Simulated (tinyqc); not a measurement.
Lossy on-chip transmission line with skin effect: one step of the calculation.

A uniform line in a homogeneous dielectric: c = sqrt(er)/(c0 Z0), l = Z0 sqrt(er)/c0 (c0 = 299792458 m/s), g = w c td, w = 2 pi f. The resistance joins its limits as r = sqrt(r_dc^2 + r_hf^2), with r_dc = rho/(wd th), r_hf = kr rho/(2 delta (wd + th)), delta = sqrt(rho/(pi f mu0)), mu0 = 4 pi 1e-7 H/m; this is an interpolation, and internal inductance, up to 0.05 nH/mm at low frequency, is neglected.

Problem. Reflection, input impedance and transfer. ZL = 1/(1/RL + i w CL); reflection (ZL - Zc)/(ZL + Zc); Zin = Zc (ZL + Zc tanh(gamma len))/(Zc + ZL tanh(gamma len)); H = V_load/V_source = [Zin/(Zin + Rg)]/[cosh(gamma len) + (Zc/ZL) sinh(gamma len)].

Values chosen for this exercise:
- Rg = 100 ohm (source resistance)
- RL = 50 ohm (load resistance)
- CL = 300 fF (load capacitance)
- f = 0.3 GHz (frequency)

gamma len = 0.10921241+0.11457637i
Zc = 141.52646-129.59965i ohm

Give: ZL; reflection at the load; Zin; H; |H|.

Solution.

ZL = 49.96-1.41i ohm
reflection at the load = -0.6377+0.2331i
Zin = 79.99-2.89i ohm
H = 0.2763-0.0182i
|H| = -11.15 dB

Program tinyqc, `OMP_NUM_THREADS=1 python tinyqc.py 2810189 2810190 out.jsonl`; Intel Xeon 2.30GHz, shared host, one thread, about 0.01 s.
